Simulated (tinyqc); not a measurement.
# Read current of a NAND string, cells in series solved by shooting, step by step

Program tinyqc, `OMP_NUM_THREADS=1 python tinyqc.py 2142073 2142074 out.jsonl`; Intel Xeon 2.30GHz, shared host, one thread, about 0.6 s. Printed values are rounded.

Cells in series, numbered from 0 at the source line (0 V) to the bit line, each followed by a gap resistance Rg. A cell with gate Vg, threshold VT, source Vs and drain Vd passes I = 2 nf K Vt^2 [F(Vs) - F(Vd)]/(1 + th max(Vg - VT, 0)), F(V) = ln^2(1 + exp((Vg - VT - nf V)/(2 nf Vt))). The selected cell has Vg = Vr, the others Vg = Vp.

Parameters, values chosen for the exercise; values of the order met in vertical NAND strings:
- T = 300 K (temperature)
- K = 12 uA/V^2 (gain factor of a cell)
- nf = 1.6 (slope factor)
- th = 0.08 1/V (mobility reduction factor)
- Rg = 1.1 kohm (resistance of the gap between cells)
- Vbl = 0.4 V (bit-line voltage)
- Vp = 7.8 V (pass voltage)
- Vr = 3.96 V (read voltage on the selected word line)

Constants: q = 1.602176634e-19 C, kB = 1.380649e-23 J/K, Vt = kB T/q. Results are converted to the units shown.

## Step 1: node voltages for a trial current

first trial current = 1.5 uA
thresholds from the source end, cell 0 to 4 (V): 3.4  -2.1  3.4  -2.1  2.5

For a trial current I start at 0 V and, cell by cell (the selected one is cell 4), solve for the drain: sqrt(F(Vd)) = sqrt(F(Vs) - I/k), k = 2 nf K Vt^2/(1 + th max(Vg - VT, 0)), Vd = [Vg - VT - 2 nf Vt ln(exp(sqrt F) - 1)]/nf, then add I Rg.

node voltage after each cell and gap, trial 1, cell 0 to 4 (V): 0.04033113  0.06479819  0.1060766  0.1307912  0.2534168

## Step 2: node voltages for a trial current

second trial current = 1.9 uA

As before.

node voltage after each cell and gap, trial 2, cell 0 to 4 (V): 0.05117966  0.08223700  0.1349587  0.1664190  0.3352777

## Course of the secant iteration

Secant steps on the end voltage less Vbl, from the two trials; a trial above the saturation current of a cell has no solution and is moved halfway to the previous trial. Stop below 1e-9 V.

Course of the iteration:
```
iteration	I (uA)	end voltage - Vbl (V)	halvings
1	2.216255	7.76e-3	0
2	2.182407	-4.22e-4	0
3	2.184154	-2.79e-6	0
4	2.184165	1.00e-9	0
5	2.184165	< 1e-15	0
```

Converged in 5 iterations to I = 2.1842 uA. The selected cell takes 51.4 % of the bit-line voltage and the gaps together 3.00 %.
